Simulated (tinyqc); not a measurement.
Metal-interlayer-semiconductor contact, depinning against tunnelling resistance: one step of the calculation.

Zero bias, n-type semiconductor. Gap states at the semiconductor surface thin out as exp(-be ti), which unpins the barrier; electrons must then cross the interlayer (a rectangular barrier, no voltage drop across it) and the parabolic depleted layer, both by WKB. Energies E are counted from the Fermi level; no image force, parabolic bands.

Problem. Exponents and integrand on an energy grid. With U = phiB - xi: for xi < E < phiB, y = (E - xi)/U and G1 = (U/E00) [sqrt(1 - y) - y ln((1 + sqrt(1 - y))/sqrt(y))], G1 = 0 above phiB; G2 = 2 ti sqrt(mi max(phiB + dE - E, 0)/C), C = hbar^2/(2 m0); f = 1/(1 + exp(E/Vt)); integrand exp(-G1 - G2) f.

Inputs (values chosen for the exercise); semiconductor values close to those of 4H silicon carbide; interlayer mass of the order of that in hafnium oxide, offset chosen freely:
- T = 300 K (temperature)
- ti = 0.5 nm (interlayer thickness)
- dE = 1.58 eV (conduction-band offset of the interlayer above the semiconductor)
- mi = 0.2 m0 (tunnelling mass in the interlayer)

Constants: q = 1.602176634e-19 C, kB = 1.380649e-23 J/K, hbar = 1.054571817e-34 J s, m0 = 9.1093837015e-31 kg, Vt = kB T/q, hbar^2/(2 m0) = 0.0380998212 eV nm^2. Results are converted to the units shown.

| point | E (eV) |
|---|---|
| 0 | -0.01 |
| 1 | 0.00643 |
| 2 | 0.02286 |
| 3 | 0.03929 |
| 4 | 0.05571 |
| 5 | 0.07214 |
| 6 | 0.08857 |
| 7 | 0.105 |
| 8 | 0.12143 |
| 9 | 0.13786 |
| 10 | 0.15429 |
| 11 | 0.17071 |
| 12 | 0.18714 |
| 13 | 0.20357 |
| 14 | 0.22 |

phiB = 0.11792222 eV
xi = -0.016565124 eV
E00 = 0.061213453 eV

Find: G1; G2; f; integrand.

Solution.

| point | G1 | G2 | f | integrand (1e-3) |
|---|---|---|---|---|
| 0 | 1.908 | 2.994 | 0.5955 | 4.426 |
| 1 | 1.425 | 2.980 | 0.4381 | 5.351 |
| 2 | 1.059 | 2.965 | 0.2923 | 5.225 |
| 3 | 0.761 | 2.951 | 0.1795 | 4.387 |
| 4 | 0.515 | 2.936 | 0.1039 | 3.294 |
| 5 | 0.314 | 2.921 | 0.05784 | 2.275 |
| 6 | 0.157 | 2.907 | 0.03149 | 1.472 |
| 7 | 0.044 | 2.892 | 0.01693 | 0.898 |
| 8 | 0.000 | 2.877 | 0.009039 | 0.509 |
| 9 | 0.000 | 2.862 | 0.004808 | 0.275 |
| 10 | 0.000 | 2.847 | 0.002552 | 0.148 |
| 11 | 0.000 | 2.831 | 0.001354 | 0.080 |
| 12 | 0.000 | 2.816 | 7.176e-4 | 0.043 |
| 13 | 0.000 | 2.801 | 3.802e-4 | 0.023 |
| 14 | 0.000 | 2.785 | 2.014e-4 | 0.012 |

Program tinyqc, `OMP_NUM_THREADS=1 python tinyqc.py 2270044 2270045 out.jsonl`; Intel Xeon 2.30GHz, shared host, one thread, about 0.02 s.
